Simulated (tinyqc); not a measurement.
Worked calculation: hydrogen passivation of interface dangling bonds: competing passivation and dissociation with distributed barriers. Computed by tinyqc, a small Python program that keeps every step. Command: `OMP_NUM_THREADS=1 python tinyqc.py 3009589 3009590 out.jsonl passiv walk`. One thread of a shared host (Intel(R) Xeon(R) Processor @ 2.30GHz), about 0.02 s of CPU time with the checks. Intermediate numbers are printed to about 5 digits and carried at full precision; extremes and crossings named in words are read from the listed rows.

P_b + H2 gives P_bH + H at the rate k_f [H2]; P_bH gives P_b + H at the rate k_d. All defects start unpassivated. E_f and E_d are Gaussian and independent.

Inputs (values chosen for the exercise, close to those used for P_b centres at the silicon-oxide interface):
```
quantity                                      value          unit
defect density N0                           8.8e+11        1/cm^2
passivation prefactor k_f0                  5.4e-08        cm^3/s
mean passivation barrier E_f                   1.65            eV
spread sigma_f                                0.041            eV
dissociation prefactor k_d0                 2.8e+13           1/s
mean dissociation barrier E_d                  2.59            eV
spread sigma_d                                 0.12            eV
H2 in the oxide per atm, solubility factor  1.7e+18  1/(cm^3 atm)
hydrogen pressure p                              10           atm
anneal temperature T                            275             C
anneal time t                                  6400             s
oxide thickness                                 8.4            nm
```

Constants: k_B = 8.617333262e-05 eV/K; e = 1.602176634e-19 C; eps_0 = 8.8541878128e-12 F/m.

## Single barriers

[H2] = solubility factor x p; a = k_f0 [H2] exp(-E_f/(k_B T)), d = k_d0 exp(-E_d/(k_B T)). For one pair of barriers the active share is y = [d + a exp(-(a + d) t)]/(a + d). Temperatures in kelvin are T(C) + 273.15.

passivation rate a = 6.2013e-04 1/s

dissociation rate d = 4.3081e-11 1/s

a t = 3.9688

steady active share d/(a + d) = 6.9471e-08

active share, single barriers = 0.018896

Passivation is well advanced.

## Distributed barriers

Average y over both Gaussians with 40 x 40 Gauss-Hermite points. Active density N0 y; threshold shift if each active defect holds one charge, e N0 y t_ox/(3.9 eps_0).

active share y = 0.083549

active density = 7.3523e+10 1/cm^2

threshold shift = 28.655 mV

The spread changes the remainder by a factor 4.42: sigma_f/(k_B T) = 0.87 and sigma_d/(k_B T) = 2.54.

## Best anneal temperature for this time and pressure

Minimise the averaged y over T between 150 and 900 C: find where ln y is equal at T - 0.05 and T + 0.05 C; T is rounded to 0.1 C.

best temperature = 335.5 C

least active share = 9.9266e-06

Caution: a least active share below 1e-3 is a property of the model; measured passivation levels off well above it. Caution: atomic hydrogen, which both passivates and depassivates, and further passivation during cooling are left out.

## Isochronal anneals

The formulas are those given above.

Active share after the time t:
```
T (C)     a (1/s)     d (1/s)  single barriers  distributed
200    2.4423e-06  7.2387e-15       9.8449e-01   9.7495e-01
250    1.1682e-04  3.1357e-12       4.7347e-01   4.5847e-01
300    2.8457e-03  4.7095e-10       1.7781e-07   2.8196e-03
350    4.1527e-02  3.1646e-08       7.6205e-07   1.2358e-05
400    4.0694e-01  1.1381e-06       2.7968e-06   3.0412e-05
450    2.9084e+00  2.4942e-05       8.5756e-06   6.7736e-05
500    1.6118e+01  3.6664e-04       2.2747e-05   1.3853e-04
600    2.7487e+02  3.1464e-02       1.1445e-04   4.7015e-04
700    2.6168e+03  1.0814e+00       4.1308e-04   1.2813e-03
800    1.6369e+04  1.9225e+01       1.1731e-03   2.9532e-03
```

The distributed share is least at 350 C among these rows, 1.2e-5, and the search puts the optimum at 335.5 C. On the cold side defects with high E_f survive; on the hot side dissociation, with the larger barrier, gains on passivation with an energy E_d - E_f = 0.94 eV. In that row single barriers give 7.6e-7, so the spread raises the floor. Caution: shares below about 1e-3 in these rows are formal; measured passivation levels off well above them.

Checks made by the program: Gauss-Hermite average against a fine uniform grid (relative difference 6e-10).
